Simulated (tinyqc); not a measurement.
Pariser-Parr-Pople SCF with singles CI, for the molecule NC1=Cc2cccnc21 (SMILES; centres numbered as the heavy atoms are written), step by step. One step of it, computed by the program tinyqc.

Task: Iteration 1: orbitals and new P. Diagonalise F (the basis is taken as orthonormal) and form P = 2 sum c c over the lowest orbitals; 0.3 of the old P is kept.

F (eV), order 1N, 2C, 3C, 4C, 5C, 6C, 7C, 8N, 9C:
```
[[-2.436342, -2.758974, 0.893428, -0.177476, -0.184643, -0.074641, -0.034576, -0.008272, 0.151235],
 [-2.758974, -0.159549, -4.522342, 0.579119, 0.202308, 0.040157, 0.010014, 0.089356, -2.741737],
 [0.893428, -4.522342, 0.784986, -4.138884, -0.359250, -0.111365, -0.126144, -0.145900, 0.866092],
 [-0.177476, 0.579119, -4.138884, -4.932825, -4.197897, -0.309139, -0.016632, 0.239889, -2.885939],
 [-0.184643, 0.202308, -0.359250, -4.197897, -7.501230, -2.536161, -0.142861, -0.182414, 0.279977],
 [-0.074641, 0.040157, -0.111365, -0.309139, -2.536161, -10.518784, -2.643426, -0.560844, 0.251825],
 [-0.034576, 0.010014, -0.126144, -0.016632, -0.142861, -2.643426, -6.846053, -4.812708, 0.352663],
 [-0.008272, 0.089356, -0.145900, 0.239889, -0.182414, -0.560844, -4.812708, -6.154579, -2.780727],
 [0.151235, -2.741737, 0.866092, -2.885939, 0.279977, 0.251825, 0.352663, -2.780727, -0.022106]]
```

pi electrons, sum of z_r less the charge = 10

P at the start, order 1N, 2C, 3C, 4C, 5C, 6C, 7C, 8N, 9C:
```
[[1.910634, 0.144678, -0.345645, 0.087101, 0.124556, 0.056745, 0.024121, 0.004305, -0.058497],
 [0.144678, 1.755455, 0.588521, -0.190199, -0.100946, -0.023834, -0.005616, -0.036868, 0.116937],
 [-0.345645, 0.588521, 0.576825, 0.486844, 0.149581, 0.062454, 0.074885, 0.072353, -0.284537],
 [0.087101, -0.190199, 0.486844, 1.648416, 0.502530, 0.118013, 0.007126, -0.090574, 0.155111],
 [0.124556, -0.100946, 0.149581, 0.502530, 0.178371, 0.062532, 0.054548, 0.077478, -0.106877],
 [0.056745, -0.023834, 0.062454, 0.118013, 0.062532, 0.046210, 0.090946, 0.211772, -0.107886],
 [0.024121, -0.005616, 0.074885, 0.007126, 0.054548, 0.090946, 0.237734, 0.619116, -0.134640],
 [0.004305, -0.036868, 0.072353, -0.090574, 0.077478, 0.211772, 0.619116, 1.736420, 0.093349],
 [-0.058497, 0.116937, -0.284537, 0.155111, -0.106877, -0.107886, -0.134640, 0.093349, 1.909933]]
```

Give: orbital energies; P after iteration 1.

Result:

orbital energies (eV): [-14.3990, -11.2206, -9.0775, -5.5756, -3.4625, -2.7360, -0.6873, 1.2269, 8.1451]

P after iteration 1, order 1N, 2C, 3C, 4C, 5C, 6C, 7C, 8N, 9C:
```
[[1.5077, 0.5730, -0.1445, -0.2738, 0.2824, -0.0197, -0.0187, 0.0180, 0.0058],
 [0.5730, 1.1438, 0.4848, 0.0360, -0.2146, 0.0544, -0.0665, 0.0072, 0.2733],
 [-0.1445, 0.4848, 0.5654, 0.5853, -0.1154, 0.1054, -0.0593, 0.0141, 0.1711],
 [-0.2738, 0.0360, 0.5853, 1.3409, 0.4475, 0.0136, -0.0846, 0.0032, 0.3295],
 [0.2824, -0.2146, -0.1154, 0.4475, 1.2703, 0.0430, 0.0347, 0.0284, -0.1514],
 [-0.0197, 0.0544, 0.1054, 0.0136, 0.0430, 1.3536, 0.2167, -0.0919, -0.1161],
 [-0.0187, -0.0665, -0.0593, -0.0846, 0.0347, 0.2167, 0.7456, 0.8393, 0.0425],
 [0.0180, 0.0072, 0.0141, 0.0032, 0.0284, -0.0919, 0.8393, 1.2737, 0.2131],
 [0.0058, 0.2733, 0.1711, 0.3295, -0.1514, -0.1161, 0.0425, 0.2131, 0.7991]]
```
